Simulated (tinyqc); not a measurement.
Limits of the phonon part: Bloch-Grueneisen resistivity of a metal. Computed by tinyqc, a small Python program. Command: `OMP_NUM_THREADS=1 python tinyqc.py 3003078 3003079 out.jsonl bg walk`. One thread of a shared host (Intel(R) Xeon(R) Processor @ 2.30GHz), about 0.01 s of CPU time with the checks.

Electrons scatter from a Debye spectrum of phonons (n = 5 for scattering within one band, n = 3 for scattering into a second, heavy band) and from static defects.

Inputs (values chosen for the exercise, modelled on tungsten):
```
quantity                      value            unit
exponent n                        5               -
Debye temperature Theta         343               K
transport coupling lambda_tr   0.25               -
Drude plasma energy hbar w_p    7.3              eV
residual resistivity rho_0      2.3     microohm cm
coefficient A of T^2            1.2  picoohm cm/K^2
```

Addition: T^2 term.

Constants: k_B = 1.380649e-23 J/K; hbar = 1.054571817e-34 J s; eps_0 = 8.8541878128e-12 F/m; hbar = 6.582119569e-16 eV s.

Method:
- J_n(y) = int_0^y x^n e^x/(e^x - 1)^2 dx, by 96 Gauss-Legendre points (upper limit at most 60).
- rho_ph = (n - 1) rho_1 (T/Theta)^n J_n(Theta/T), with rho_1 = 2 pi lambda_tr k_B Theta/(hbar eps_0 w_p^2), the high-temperature line at T = Theta.
- rho = rho_0 + A T^2 + rho_ph.
- Low T: (n - 1) n! zeta(n) rho_1 (T/Theta)^n. High T: rho_1 (T/Theta) [1 - (n - 1)/(12 (n + 1)) (Theta/T)^2].

Resistivities (microohm cm):
```
T (K)      rho_ph   low-T law  straight line  line with correction  total rho
10     6.7901e-05  6.7901e-05          0.189                     -      2.300
17     9.6404e-04  9.6410e-04          0.321                     -      2.301
27     9.6209e-03  9.7431e-03          0.510                     -      2.310
41     6.6529e-02  7.8668e-02          0.774                     -      2.369
69     4.2370e-01  1.0620e+00          1.303                     -      2.729
120    1.4867e+00  1.6896e+01          2.266                 1.237      3.804
170    2.5821e+00  9.6410e+01          3.210                 2.484      4.917
270    4.6675e+00  9.7431e+02          5.098                 4.641      7.055
410    7.4486e+00  7.8668e+03          7.742                 7.441      9.950
690    1.2852e+01  1.0620e+05         13.029                12.850     15.723
```

What follows from these numbers?

The low-T law holds to 10 % up to 27 K, the straight line from 270 K on. The local exponent of rho_ph falls from 5.00 to 1.05. Phonons overtake the residual resistivity between 120 and 170 K. The T^2 term exceeds rho_ph up to 10 K among these rows.

Extremes, crossings and ranges named in words are read from the listed rows.
